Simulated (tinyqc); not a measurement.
# Read current of a NAND string, cells in series solved by shooting: effects of single changes

Cells in series, numbered from 0 at the source line (0 V) to the bit line, each followed by a gap resistance Rg. A cell with gate Vg, threshold VT, source Vs and drain Vd passes I = 2 nf K Vt^2 [F(Vs) - F(Vd)]/(1 + th max(Vg - VT, 0)), F(V) = ln^2(1 + exp((Vg - VT - nf V)/(2 nf Vt))). The selected cell has Vg = Vr, the others Vg = Vp.

Values chosen for this exercise; values of the order met in vertical NAND strings:

| symbol | value | unit | meaning |
|---|---|---|---|
| T | 358 | K | temperature |
| K | 12 | uA/V^2 | gain factor of a cell |
| nf | 1.6 |  | slope factor |
| th | 0.15 | 1/V | mobility reduction factor |
| Rg | 23 | kohm | resistance of the gap between cells |
| Vbl | 0.3 | V | bit-line voltage |
| Vp | 5.6 | V | pass voltage |
| Ve | -1.2 | V | threshold of an erased cell |
| Vh | 3.9 | V | threshold of the highest state |
| Vx | 2.1 | V | threshold of the selected cell |
| Is | 20 | nA | sensing current |
| Vr | 3.02 | V | read voltage on the selected word line |

Constants: q = 1.602176634e-19 C, kB = 1.380649e-23 J/K, Vt = kB T/q. Results are converted to the units shown.

Each table varies one quantity; the others keep the values above.

## Read current against the number of cells

For a trial current I start at 0 V and, cell by cell, solve for the drain: sqrt(F(Vd)) = sqrt(F(Vs) - I/k), k = 2 nf K Vt^2/(1 + th max(Vg - VT, 0)), Vd = [Vg - VT - 2 nf Vt ln(exp(sqrt F) - 1)]/nf, then add I Rg. The string current is the I for which the last node reaches Vbl. The apparent threshold is the Vr at which I = Is. Background: all other cells erased (VT = Ve) or all in the highest state (VT = Vh); ratio and shift are high over erased and high minus erased. The selected cell is in the middle, cell n/2.

Read current against the number of cells:
```
n	I, others erased (uA)	I, others high (uA)	ratio	apparent VT, erased (V)	apparent VT, high (V)	background shift (mV)
8	0.5943	0.3639	0.6124	2.115	2.120	4.781
16	0.3359	0.1897	0.5647	2.121	2.131	9.613
32	0.1795	0.09686	0.5395	2.134	2.153	19.45
64	0.09294	0.04894	0.5266	2.159	2.199	40.01
96	0.06269	0.03274	0.5222	2.184	2.247	63.56
128	0.04730	0.02460	0.5200	2.209	2.312	102.7
```

Read the table: what changes, and by how much?

With erased neighbours the current falls from 0.594 to 0.0473 uA, as n^(-0.82) between the first two rows and n^(-0.98) between the last two (-1 once the series resistance rules). The ratio falls from 0.612 to 0.520 and the background shift rises from 4.78 to 103 mV.

## Effect of the position of the selected cell

Same model as above.

The string has 32 cells, numbered from the source.

Effect of the position of the selected cell:
```
j	I, others erased (uA)	I, others high (uA)	ratio	apparent VT, erased (V)	apparent VT, high (V)	background shift (mV)
0	0.1831	0.09748	0.5323	2.109	2.109	0.05099
4	0.1824	0.09736	0.5338	2.115	2.120	4.826
9	0.1813	0.09718	0.5359	2.123	2.134	10.86
13	0.1804	0.09701	0.5379	2.129	2.145	15.75
18	0.1789	0.09674	0.5407	2.137	2.159	21.93
22	0.1776	0.09647	0.5433	2.143	2.170	26.93
27	0.1755	0.09604	0.5471	2.151	2.184	33.25
31	0.1735	0.09556	0.5506	2.157	2.195	38.37
```

What does the comparison show?

From the source end to the bit-line end the apparent VT with high neighbours rises from 2.109 to 2.195 V and the background shift rises from 0.0510 to 38.4 mV. Cells and gaps on the source side raise the source of the selected cell, which costs nf times that voltage in gate drive; those on the drain side only lower its drain voltage.

Numbers from tinyqc (`OMP_NUM_THREADS=1 python tinyqc.py 2142042 2142043 out.jsonl`; about 0.3 s on one thread of a shared Intel Xeon 2.30GHz).
